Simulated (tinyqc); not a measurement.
# Resistance of a tapered via with liner, size effect and interface: what changes with what

A round via whose diameter grows from db at the bottom as D(z) = db + 2 z/tan(ang). The fill, of diameter D - 2 tl, starts above the bottom liner (thickness fb tl) and has rho = rho0 (1 + ks lam/(D - 2 tl)); the sidewall liner conducts in parallel with it. The bottom liner and the interface are crossed over the full area pi db^2/4. Spreading in the lines above and below is left out.

Parameters, values chosen for the exercise; fill metal close to molybdenum:
- db = 19 nm (diameter at the bottom)
- hv = 70 nm (height)
- ang = 86 degrees (sidewall angle)
- rho0 = 5.16 uohm cm (bulk resistivity of the fill)
- lam = 11.2 nm (mean free path of the fill)
- ks = 1.4 (size-effect factor)
- tl = 0.1 nm (liner on the sidewall)
- fb = 1 (liner at the bottom over that on the sidewall)
- rl = 230 uohm cm (resistivity of the liner)
- ri = 6.2e-13 ohm cm^2 (interface resistivity at the bottom)
- Sb = 1.3e15 S/m^2 (ballistic conductance per area, about 3/(4 rho0 lam))
- rho2 = 5.16 uohm cm (bulk resistivity of the second fill (close to tungsten))
- lam2 = 15.1 nm (its mean free path)
- tl2 = 4 nm (its liner)

Each table varies one quantity; the others keep the values above.

## Via resistance against the diameter at the bottom

Slices between z0 = fb tl and hv, evaluated at their midpoints: conductance per length pi/4 [(D - 2 tl)^2/rho + (D^2 - (D - 2 tl)^2)/rl], slice resistance = slice height over that. 2000 slices. R_fill = sum of the slices; R_bottom = rl fb tl/(pi db^2/4); R_interface = ri/(pi db^2/4); ballistic (Sharvin) limit 1/(Sb pi (db - 2 tl)^2/4); ideal cylinder rho0 hv/(pi db^2/4).

Via resistance against the diameter at the bottom:
columns A: db (nm); B: R_fill (ohm); C: R_bottom (ohm); D: R_interface (ohm); E: R (ohm); F: ballistic limit (ohm); G: R over ideal cylinder; H: largest part
```
A         B        C        D       E       F      G     H
6     144.0    8.135    2.193   154.3   29.11  1.208  fill
8.3   75.91    4.251    1.146   81.31   14.93  1.218  fill
11    43.37    2.420   0.6524   46.44   8.397  1.222  fill
16    20.43    1.144   0.3084   21.89   3.923  1.218  fill
22    10.71   0.6051   0.1631   11.48   2.061  1.208  fill
30    5.682   0.3254  0.08771   6.095   1.103  1.193  fill
42    2.851   0.1660  0.04475   3.062  0.5605  1.174  fill
58    1.471  0.08705  0.02347   1.581  0.2932  1.157  fill
80   0.7614  0.04576  0.01233  0.8195  0.1538  1.140  fill
```

R falls from 154 to 0.820 ohm. The fill is the largest part at db = 6 and in all other rows. R goes as db^(-1.97) between the first two rows and db^(-2.04) between the last two; area alone gives -2.

## Via resistance against the liner on the sidewall

Same model as above.

2000 slices.

The same in every row: R_interface (ohm) = 0.21867.

Results:
```
tl (nm)  R_fill (ohm)  R_bottom (ohm)  R (ohm)  ballistic limit (ohm)  R over ideal cylinder  largest part
0              14.166               0   14.385                 2.7131                 1.1292          fill
0.6            15.847          4.8672   20.933                 3.0912                 1.6432          fill
1.7            19.818          13.790   33.827                 4.0246                 2.6553          fill
2.3            22.642          18.658   41.519                 4.7233                 3.2591          fill
2.9            26.103          23.525   49.847                 5.6211                 3.9128          fill
3.4            29.613          27.581   57.413                 6.5803                 4.5067          fill
4              34.800          32.448   67.467                 8.0943                 5.2959          fill
```

Estimate the missing row, tl = 1.1 nm.

Computed row:
```
tl (nm)  R_fill (ohm)  R_bottom (ohm)  R (ohm)  ballistic limit (ohm)  R over ideal cylinder  largest part
1.1            17.489          8.9233   26.630                 3.4701                 2.0904          fill
```

With this row back in the table: R rises from 14.4 to 67.5 ohm. The fill is the largest part at tl = 0 and in all other rows. The share of the two bottom terms goes from 1.52 to 48.4 %.

## Two fill metals against the diameter

2000 slices. R_fill = sum of the slices; R_bottom = rl fb tl/(pi db^2/4); R_interface = ri/(pi db^2/4). The second fill has rho2, lam2 and tl2 in place of rho0, lam and tl.

Two fill metals against the diameter:
```
db (nm)  R, first fill (ohm)  R, second fill (ohm)  ratio second/first
12                     39.03                 284.2               7.282
17                     19.36                 99.05               5.115
24                     9.612                 40.38               4.201
35                     4.447                 16.62               3.738
49                     2.233                 7.879               3.529
70                     1.076                 3.668               3.408
100                   0.5200                 1.737               3.341
```

The ratio goes from 7.28 to 3.34. The first fill gives the lower R in every row.

tinyqc, about 0.01 s, one thread, Intel Xeon 2.30GHz (shared host): `OMP_NUM_THREADS=1 python tinyqc.py 2750044 2750045 out.jsonl`
